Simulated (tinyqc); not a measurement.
# Saddle-point parameters from gate and bias data

Inverse problem. In a saddle-point contact at zero temperature mu - V0 = al (Vg - Vp), riser n is centred where this equals wy (n + 1/2), its largest slope is dg/dmu = pi/(2 wx) (neighbouring modes neglected), and in bias spectroscopy neighbouring risers meet at q V = wy. Find al, Vp and wx.

gate voltages at the middle of the first and second risers (V): [-1.3698601, -1.3495804]
largest dg/dVg on a riser = 86.393798 1/V
bias at which two neighbouring risers meet = 2.9 mV

Answer. The bias gives wy, the gate spacing then gives al = wy/(Vg2 - Vg1), and the slope gives wx = al pi/(2 dg/dVg).

lever arm al = 0.143 eV/V
Vp = -1.38 V
wx = 2.60 meV

Computed by the program tinyqc: `OMP_NUM_THREADS=1 python tinyqc.py 2740132 2740133 out.jsonl`, one thread of a shared Intel Xeon 2.30GHz, about 0.04 s for the whole run.
